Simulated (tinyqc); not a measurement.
Worked calculation: standing waves and exposure in a photoresist film. Values are carried at full precision from step to step, so a last printed digit may differ when a step is redone from the rounded ones.

Normal incidence from air. Unexposed resist: N1 = n1 + i k1 with k1 = (A + B) lam/(4 pi), lam in micrometres. r01 = (1 - N1)/(1 + N1), t01 = 2/(1 + N1). Below the resist lie the layer Na = na + i ka and the substrate Ns = ns + i ks: r12 = (r1a + ras x)/(1 + r1a ras x), x = exp(4 pi i Na da/lam), r1a = (N1 - Na)/(N1 + Na), ras = (Na - Ns)/(Na + Ns). With p = exp(2 pi i N1 d/lam), the field at depth z is E(z) = t01 [exp(2 pi i N1 z/lam) + r12 p^2 exp(-2 pi i N1 z/lam)]/(1 + r01 r12 p^2), the relative intensity I(z) = n1 |E(z)|^2 and the reflectance R = |(r01 + r12 p^2)/(1 + r01 r12 p^2)|^2.

Parameters, chosen for this exercise (a resist on Cu, indices near tabulated ones; not measured data): lam = 248 nm (vacuum wavelength); n1 = 1.786 (resist index); A = 0.01 1/micrometre (bleachable absorption (Dill A)); B = 0.4 1/micrometre (fixed absorption (Dill B)); d = 562 nm (resist thickness); ns = 1.448 (substrate n); ks = 1.767 (substrate k); na = 1.794 (n of the bottom antireflection layer); ka = 0.405 (its k); da = 46 nm (its thickness); C = 0.031 cm^2/mJ (exposure rate (Dill C)); D = 80 mJ/cm^2 (incident dose); Ld = 5 nm (diffusion length of the post-exposure bake).

## Interface coefficients

Form N1, r01, t01 and r12.

N1 = 1.78600+0.00809i
r01 = -0.2821-0.0021i
t01 = 0.7179-0.0021i
r12 = -0.1036-0.0010i
|r12|^2 = 0.0107

Next to the bottom the intensity swings by a factor ((1 + |r12|)/(1 - |r12|))^2 = 1.52 between antinode and node; without the layer |r12|^2 would be 0.2357.

## Round trip and reflectance

Form p^2, the denominator and R; the period of the standing wave is lam/(2 n1).

p^2 = 0.6580+0.4448i
1 + r01 r12 p^2 = 1.0190+0.0133i
R = 0.1201
period = 69.43 nm

The film holds 8.09 periods.

## Intensity and exposure over the lowest period

Nine depths from d - period to d. Without bleaching during the exposure the share of unexposed compound is m = exp(-C D I).

Profile:
```
z (nm)      I      m
492.6   0.586  0.234
501.2   0.625  0.212
509.9   0.725  0.166
518.6   0.826  0.129
527.3   0.867  0.116
536.0   0.823  0.130
544.6   0.718  0.169
553.3   0.612  0.219
562.0   0.566  0.246
```

I runs from 0.566 to 0.867 on these points, so m runs from 0.116 to 0.246; the least exposed point listed lies 0.0 nm above the bottom.

## Smoothing by the bake

Gaussian diffusion of length Ld multiplies a cosine of period L by exp(-2 pi^2 Ld^2/L^2). Give that factor, and the Ld that leaves 10 %.

factor = 0.903
Ld for 10 % = 23.71 nm

## Checks

- R against the transfer-matrix product: both 0.12014.

Run: tinyqc, `OMP_NUM_THREADS=1 python tinyqc.py 1652129 1652130 out.jsonl`; Intel(R) Xeon(R) Processor @ 2.30GHz, one thread, shared host; about 0.01 s of CPU time with all checks.
